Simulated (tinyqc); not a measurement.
Sub-threshold conduction and electro-thermal threshold of an amorphous chalcogenide: two steps of the calculation.

Trap-limited conduction: I = I0 exp(-Ea/kB T) sinh(q V dz/(2 ua kB T)), I0 = 2 q A Nt dz/ta. One lumped temperature T = T0 + Rt I V. The threshold is the largest V for which a steady state exists on the low-current branch.

Inputs (values chosen for the exercise); values of the order of Ge-Sb-Te and related chalcogenides: ambient temperature T0 = 300 K; cross-section A = 2400 nm^2; amorphous thickness ua = 29 nm; distance between traps dz = 8.7 nm; activation energy Ea = 0.29 eV; trap density Nt = 7e18 cm^-3; attempt time ta = 1e-15 s; thermal resistance Rt = 2 K/uW; voltage across the amorphous layer V = 0.48 V.

Constants: q = 1.602176634e-19 C, kB = 1.380649e-23 J/K. Results are converted to the units shown.

Question 1. Isothermal quantities. I0, the low-field resistance 2 ua kB T0 exp(Ea/kB T0)/(q dz I0), the slope voltage V0 = 2 ua kB T0/(q dz), and I at V without heating.

Give: I0; low-field resistance; V0; I without heating.

Answer 1.

I0 = 46.83 mA
low-field resistance = 0.2739 Mohm
V0 = 0.1723 V
I without heating = 5.077 uA

Question 2. Self-heating. I at the present T, then T(new) = T0 + Rt I V.

T at the start = 300 K

Give: I; T after iteration 1.

Answer 2.

I = 5.0774 uA
T after iteration 1 = 304.87 K

Range of the model: Purely electronic switching mechanisms, filaments and series resistance are left out.

Program tinyqc, `OMP_NUM_THREADS=1 python tinyqc.py 2490123 2490124 out.jsonl`; Intel Xeon 2.30GHz, shared host, one thread, about 0.01 s.
